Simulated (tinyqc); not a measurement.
Photoconductance decay in a wafer: bulk and surface recombination modes, and iron detection by pair splitting: one step, computed by the program tinyqc. Command: `OMP_NUM_THREADS=1 python tinyqc.py 3113655 3113656 out.jsonl pcd walk`. One thread of a shared host (Intel(R) Xeon(R) Processor @ 2.30GHz), about 0.01 s of CPU time with the checks.

Both faces of the wafer have the same S; injection is low and all coefficients are constant. x runs from -W/2 to W/2.

Problem. Decay rates of the even modes. Even modes cos(a x) obey b tan b = S W/(2 D) with b = a W/2, odd modes sin(a x) obey -b cot b = S W/(2 D); each decays at the rate 1/tau_b + D a^2.

Inputs (values chosen for the exercise, modelled on p-type silicon):

| quantity | value | unit |
|---|---|---|
| thickness W | 725 | micrometre |
| diffusivity D | 23.1 | cm^2/s |
| bulk lifetime tau_b without iron | 27 | microsecond |
| surface recombination velocity S | 14000 | cm/s |

Give: the table «The first four even modes: b, surface rate and decay time» with the columns b_n, surface rate D a^2 (1/s), decay time (microsecond), for n = 0, 1, 2, 3.

Solution.

The first four even modes: b, surface rate and decay time:

| n | b_n | surface rate D a^2 (1/s) | decay time (microsecond) |
|---|---|---|---|
| 0 | 1.50 | 3.969e+04 | 13.03 |
| 1 | 4.51 | 3.575e+05 | 2.53 |
| 2 | 7.52 | 9.952e+05 | 0.97 |
| 3 | 10.55 | 1.956e+06 | 0.50 |
